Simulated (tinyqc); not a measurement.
Polar nitride quantum well with polarisation fields, step by step. Values are carried at full precision from step to step, so a last printed digit may differ when a step is redone from the rounded ones.

Growth along [0001]. e_par = (a_sub - a)/a, Ppz = 2 e_par (e31 - e33 C13/C33), P = Psp + Ppz in each layer; strain relaxation and the strain shift of the gaps are left out, although thick layers with more than about 1 % mismatch would relax.

Constants: hbar^2/2m0 = 3.80998211 eV angstrom^2; hc = 1239.841984 eV nm.

Inputs chosen for the exercise (near those of a GaN well in AlN; the results hold for these values, not for the real material): a_w = 3.189 angstrom (lattice constant a, well); a_b = 3.112 angstrom (lattice constant a, barrier); a_sub = 3.189 angstrom (in-plane lattice constant of the stack); Psp_w = -0.0352 C/m^2 (spontaneous polarisation); Psp_b = -0.0903 C/m^2 (spontaneous polarisation); e31_w = -0.341 C/m^2; e31_b = -0.544 C/m^2; e33_w = 0.649 C/m^2; e33_b = 1.43 C/m^2; C_w = 0.266 (C13/C33); C_b = 0.284 (C13/C33); Lw = 30 angstrom (well width); Lb = 80 angstrom (barrier width); eps_w = 10.2 (dielectric constant); eps_b = 10.1 (dielectric constant); Eg = 3.44 eV (gap of the well); Vc = 1.85 eV (conduction offset); Vv = 0.87 eV (valence offset); me = 0.2 m0 (electron, well); meb = 0.32 m0 (electron, barrier); mh = 1.72 m0 (hole, everywhere).

## Strain and polarisation

Give strain and polarisation of well and barrier; the bound sheet charge is |P_w - P_b|/e with e = 1.602176634e-19 C.

Layers:

| layer | e_par | Ppz (C/m^2) | P (C/m^2) |
|---|---|---|---|
| well | 0.00000 | 0.00000 | -0.03520 |
| barrier | 0.02474 | -0.04702 | -0.13732 |

sheet charge = 6.374 x 1e13/cm^2

Of P_w - P_b = +0.1021 C/m^2 the piezoelectric part gives +0.0470 and the spontaneous part +0.0551.

## Built-in fields

In a periodic stack without free charge the potential drop over a period vanishes: F_w = (P_b - P_w) Lb/(eps0 (eps_w Lb + eps_b Lw)), F_b = -F_w Lw/Lb, eps0 = 8.8541878e-12 F/m; 1 MV/cm = 1e8 V/m = 0.01 V/angstrom.

Give both fields and the drop |F_w| Lw across the well.

F_w = -8.245 MV/cm
F_b = 3.092 MV/cm
drop = 2.474 eV

## Levels with and without the field

Envelope functions on cells of 0.25 angstrom over barrier, well, barrier (widths Lb, Lw, Lb), psi = 0 beyond, psi'/m continuous (mean mass between points), c = hbar^2/2m0. With u(z) the integral of e F (F_w in the well, F_b = -F_w Lw/Lb in the barriers, 1 MV/cm = 0.01 V/angstrom), zero at the centre of the well, the electron sees u plus Vc in the barriers and the hole -u plus Vv. The transition is Eg + E_e + E_h; excitons are left out.

Ground states of electron and hole, their centres, the squared overlap, the transition and its wavelength hc/E.

Results:

| case | E_e (eV) | E_h (eV) | <z>_e | <z>_h | overlap^2 | E (eV) | nm |
|---|---|---|---|---|---|---|---|
| no field | 0.1294 | 0.0198 | 0.0 | 0.0 | 0.985 | 3.5893 | 345.4 |
| built-in field | -0.3791 | -0.8005 | 9.5 | -12.2 | 0.00105 | 2.2604 | 548.5 |

The field shifts the line by -1329 meV, below the gap of the well material, pulls the carriers 21.7 angstrom apart and, with the rate proportional to overlap^2, lengthens the radiative lifetime by a factor 935.

## Estimate from two triangular wells

For a strong field: E = Eg - |e F_w| Lw + a0 (c (e F_w)^2)^(1/3) (me^(-1/3) + mh^(-1/3)), a0 = 2.338107, hard walls, c = hbar^2/2m0, 1 MV/cm = 0.01 V/angstrom.

electron term = 1.1830 eV
hole term = 0.5774 eV
E = 2.7267 eV

Both terms lie below the drop across the well, but the estimate also takes the near wall as infinitely high. Against the grid result 2.2604 eV the estimate errs by +466 meV: +325 from the electron and +141 from the hole, since hard walls stand in for offsets of 1.85 and 0.87 eV into which the carriers leak.

## Checks

- Electron level without field against the matching condition of the square well, eV: 0.129 against 0.130.

Run: tinyqc, `OMP_NUM_THREADS=1 python tinyqc.py 1282665 1282666 out.jsonl`; Intel(R) Xeon(R) Processor @ 2.30GHz, one thread, shared host; about 0.1 s of CPU time with all checks.
